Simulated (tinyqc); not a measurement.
Inside a calculation. Model: defect equilibria of an oxide against oxygen pressure (mass action). Computed by tinyqc, a small Python program that keeps every step. Command: `OMP_NUM_THREADS=1 python tinyqc.py 3015915 3015916 out.jsonl brouwer walk`. One thread of a shared host (Intel(R) Xeon(R) Processor @ 2.30GHz), about 0.01 s of CPU time with the checks. Intermediate numbers are printed to about 7 digits and carried at full precision; extremes and crossings named in words are read from the listed rows.

Defects: oxygen vacancies V (charge +2), electrons n, holes p, the ionic partner X = V_M'''' (charge -4), and the dopant. Activities are taken equal to concentrations.

Inputs (values chosen for the exercise, for a model oxide):
```
quantity                           value             unit
reduction enthalpy H_r              3.78               eV
prefactor K_r0                   2.7e+69  cm^-9 atm^(1/2)
gap E_g                             2.37               eV
prefactor N_c N_v                1.1e+41            cm^-6
disorder enthalpy H_s               4.66               eV
prefactor K_s0                   2.8e+67            cm^-9
dopant density N_d               5.9e+19            cm^-3
temperature T                        900                K
oxygen pressure P                  2e-16              atm
electron mobility mu_n              0.16       cm^2/(V s)
hole mobility mu_p                  0.29       cm^2/(V s)
vacancy diffusion prefactor D_0    0.007           cm^2/s
vacancy migration energy E_m        0.82               eV
```

Ionic disorder: Schottky, oxide MO2. Dopant (singly charged, fully ionised): donor.

Constants: k_B = 8.617333262e-05 eV/K; e = 1.602176634e-19 C.

## Equilibrium constants

K_r = K_r0 exp(-H_r/k_B T) = [V] n^2 P^(1/2); K_i = N_c N_v exp(-E_g/k_B T) = n p; K_s = K_s0 exp(-H_s/k_B T) = [X] [V]^2.

K_r = 1.837788e+48 cm^-9 atm^(1/2)

K_i = 5.888122e+27 cm^-6

K_s = 2.250643e+41 cm^-9

## Trial electron densities

Neutrality: 2 [V] + p + N_d = n + 4 [X]. With n as the unknown, [V] = K_r/(n^2 P^(1/2)), p = K_i/n, [X] = K_s/[V]^2; the log ratio is ln(positive/negative).

Densities (cm^-3):
```
n                  [V]             p           [X]  log ratio
1.00e+18  1.299512e+20  5.888122e+09  1.332741e+01   5.764885
1.00e+19  1.299512e+18  5.888122e+08  1.332741e+05   1.818061
1.00e+20  1.299512e+16  5.888122e+07  1.332741e+09  -0.527192
1.00e+21  1.299512e+14  5.888122e+06  1.332741e+13  -2.830213
1.00e+22  1.299512e+12  5.888122e+05  1.332741e+17  -5.132856
```

## Solution at the given pressure

The root is found by 60 bisections in ln n between n = 1e-10 and 1e25 cm^-3.

n = 5.907448e+19 cm^-3

[V] = 3.723751e+16 cm^-3

p = 9.967286e+07 cm^-3

[X] = 1.623100e+08 cm^-3

The largest terms give the Brouwer balance N_d = n; the smaller of the two terms is 100 % of the total charge of one sign.

## Conductivities

sigma_n = e n mu_n, sigma_p = e p mu_p, sigma_ion = 2 e [V] mu_V with mu_V = 2 e D/(k_B T) and D = D_0 exp(-E_m/k_B T); only the oxygen vacancies carry ionic current, and the ionic transport number is sigma_ion over the total.

sigma_n = 1.514364 S/cm

sigma_p = 4.631112e-12 S/cm

sigma_ion = 5.513607e-08 S/cm

total conductivity = 1.514364 S/cm

ionic transport number = 3.640873e-08

The conductor is mainly n-type electronic here.

## Brouwer diagram

The slope is d log n / d log P from this row and the one above; the last column names the largest term on each side. Pressures that give more than 3e21 cm^-3 are left out.

Log10 of the densities in cm^-3:
```
log10 P (atm)         n       [V]         p       [X]  slope of n      balance
-28            20.86720  20.52990  6.902781   0.29250           -    2 [V] = n
-24            20.24726  19.76978  7.522719   1.81275  -0.1549844    2 [V] = n
-20            19.82705  18.61019  7.942923   4.13193  -0.1050512      N_d = n
-16            19.77163  16.72104  7.998351   7.91022  -0.0138569      N_d = n
-12            19.77086  14.72258  7.999117  11.90715  -0.0001915      N_d = n
-8             19.77061  12.72307  7.999362  15.90617  -0.0000612      N_d = n
-4             19.50225  11.25980  8.267727  18.83272  -0.0670912      N_d = n
0              18.57905  11.10619  9.190923  19.13993  -0.2307992  N_d = 4 [X]
```

Regimes: 2 [V] = n from log P = -28 to -24, where that balance predicts a slope of -1/6 and the table comes as close as -0.155; N_d = n from log P = -20 to -4, where that balance predicts a slope of 0 and the table comes as close as 0.000; N_d = 4 [X] at log P = 0 alone (slope -1/4 deep inside that regime). Rows with n or p near or above sqrt(N_c N_v) are degenerate, and n p = K_i is then only nominal.

## Conductivity against oxygen pressure

The formulas are those given above.

Log10 of the conductivities in S/cm:
```
log10 P (atm)     n-type     p-type      ionic      total  ionic transport number
-28             1.276026  -12.43011   -3.29964   1.276038            2.656573e-05
-24             0.656089  -11.81017   -4.05977   0.656097            1.923699e-05
-20             0.235884  -11.38997   -5.21936   0.235885            3.505568e-06
-16             0.180456  -11.33454   -7.10850   0.180456            5.140942e-08
-12             0.179690  -11.33377   -9.10697   0.179690            5.168218e-10
-8              0.179445  -11.33353  -11.10648   0.179445            5.176971e-12
-4             -0.088920  -11.06516  -12.56975  -0.088920            3.304989e-13
0              -1.012116  -10.14197  -12.72336  -1.012116            1.944285e-12
```

The ionic transport number stays at or below about 2.7e-5: no electrolytic window. The total has no minimum inside this range.

Checks made by the program: the three mass-action laws (relative difference below 1e-10).
